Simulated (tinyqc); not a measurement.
Wafer bonding and layer transfer: bond energy, gap closing, particles, bonding of dissimilar wafers and hydrogen blisters: one step, computed by the program tinyqc.

gamma is the energy per area of each of the two surfaces; plates are isotropic.

Problem. Does a shallow gap close? E' = E1/(1 - nu^2), equal wafers of thickness t1 assumed. A gap of radius R closes if h_g < h_c: h_c = R^2/sqrt((2/3) E' t1^3/gamma) for R > 2 t1 (plate bending), h_c = 3.6 sqrt(R gamma/E') for R < 2 t1 (local deformation).

Inputs (values chosen for the exercise, for model wafers):
```
quantity,value,unit
Young's modulus E1,164,GPa
Poisson ratio nu,0.25,-
thickness t1,725,micrometre
radius of a shallow gap R,0.0047,mm
half height of the gap h_g,1.3,nm
```

bond energy gamma = 0.06921906 J/m^2

Give: closable height h_c; h_g/h_c.

Solution.

closable height h_c = 4.9094 nm

h_g/h_c = 0.26480

The gap closes.
